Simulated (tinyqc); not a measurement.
# Off-state leakage of single and stacked transistors: effects of single changes

n-channel devices of unit width. Subthreshold current I(Vg, Vs, Vd) = I0 (T/300 K)^0.5 exp[(Vg - Vs - VT(T) - gb (Vs - Vb) + dd (Vd - Vs))/(nf Vt)] (1 - exp(-(Vd - Vs)/Vt)), VT(T) = VT - cT (T - 300 K). Gate-edge tunnelling Ig (Vd/1 V) exp(ag (Vd - 1 V)), for a gate at 0 V, and band-to-band leakage Ab u exp(-Bb/u), u = Vd - Vb + 1 V, flow at a drain held at V; both are taken as independent of T. In a stack of off transistors (all gates at 0 V) the same subthreshold current passes through each.

Inputs (values chosen for the exercise); values of the order met in bulk silicon logic transistors:
- T = 378 K (temperature)
- V = 1.1 V (supply voltage)
- VT = 0.34 V (threshold at 300 K, zero drain and body bias)
- cT = 0.9 mV/K (fall of the threshold with temperature)
- I0 = 0.18 uA/um (current at threshold at 300 K)
- nf = 1.29 (slope factor)
- dd = 0.11 (drain-induced lowering per volt)
- gb = 0.09 (rise of the threshold per volt of source-body bias)
- Ig = 5e-6 uA/um (gate-edge tunnelling current at 1 V)
- ag = 4.6 1/V (exponential slope of the gate current)
- Ab = 50 uA/(um V) (prefactor of band-to-band leakage at the drain)
- Bb = 26 V (its exponential voltage)
- Vb = 0 V (body voltage)

Constants: q = 1.602176634e-19 C, kB = 1.380649e-23 J/K, Vt = kB T/q. Results are converted to the units shown.

Each table varies one quantity; the others keep the values above.

## Subthreshold current against the height of the stack

All n gates at 0 V, bottom source at 0 V, top drain at V; node voltages follow from equal currents.

Result of one run:
columns A: n; B: I (nA/um); C: reduction factor; D: drain voltage of the bottom device (mV); E: source voltage of the top device (mV); F: voltage across the top device (V)
```
A        B      C      D      E       F
5  0.09793  59.79  11.12  143.2  0.9568
```

What becomes of these results when the number of transistors in series n is changed from 5 to 6, all else the same?

Result of the changed run:
columns A: n; B: I (nA/um); C: reduction factor; D: drain voltage of the bottom device (mV); E: source voltage of the top device (mV); F: voltage across the top device (V)
```
A        B      C      D      E       F
6  0.07824  74.84  8.625  151.1  0.9489
```

The whole series:
columns A: n; B: I (nA/um); C: reduction factor; D: drain voltage of the bottom device (mV); E: source voltage of the top device (mV); F: voltage across the top device (V)
```
A        B      C      D      E       F
1    5.855  1.000   1100      0   1.100
2   0.3974  14.73  94.20  94.20   1.006
3   0.1971  29.71  26.67  118.8  0.9812
4   0.1309  44.74  15.68  133.1  0.9669
5  0.09793  59.79  11.12  143.2  0.9568
6  0.07824  74.84  8.625  151.1  0.9489
```

The second transistor cuts the current by a factor of 14.7, the third by a further 2.02 and the sixth by 1.25. The top device keeps 86.3 % of the supply at n = 6, while the drain voltage of the bottom one falls to 0.265 Vt.

## Leakage components against the body voltage

Same model as above.

One transistor with Vg = Vs = 0, Vd = V; stack factor I(one)/I(two in series).

The same in every row: gate edge (nA/um) = 0.0087124; stack factor = 14.733.

Result of one run:
```
Vb (V)  subthreshold (nA/um)  band-to-band (nA/um)  total (nA/um)  largest part
-0.8                  1.0553                18.522         19.586  band-to-band
```

What becomes of these results when the body voltage Vb is changed from -0.8 to -1.4 V, all else the same?

Result of the changed run:
```
Vb (V)  subthreshold (nA/um)  band-to-band (nA/um)  total (nA/um)  largest part
-1.4                 0.29193                103.96         104.26  band-to-band
```

The whole series:
```
Vb (V)  subthreshold (nA/um)  band-to-band (nA/um)  total (nA/um)  largest part
0.2                   8.9863               0.10833         9.1033  subthreshold
0                     5.8552               0.44077         6.3047  subthreshold
-0.2                  3.8151                1.4167         5.2405  subthreshold
-0.4                  2.4858                3.8041         6.2986  band-to-band
-0.6                  1.6197                8.8764         10.505  band-to-band
-0.8                  1.0553                18.522         19.586  band-to-band
-1                   0.68762                35.307         36.003  band-to-band
-1.2                 0.44803                62.484         62.941  band-to-band
-1.4                 0.29193                103.96         104.26  band-to-band
```

As Vb goes from 0.2 to -1.4, the total leakage goes from 9.10 through a minimum of 5.24 (at Vb = -0.2 among the rows listed) to 104 nA/um. The subthreshold part leads at Vb = 0.2, the band-to-band part from -0.4 on. The exact minimum lies at Vb = -0.211 V: reverse body bias lowers the subthreshold part by a decade every nf Vt ln 10/gb = 1.08 V but raises the band-to-band part. The reduction by a stack of two stays at 14.7, for the subthreshold part alone. For Vb = 0.2 the body is forward biased; the junction current, left out, is still small at this voltage.

Numbers from tinyqc (`OMP_NUM_THREADS=1 python tinyqc.py 2242118 2242119 out.jsonl`; about 0.04 s on one thread of a shared Intel Xeon 2.30GHz).
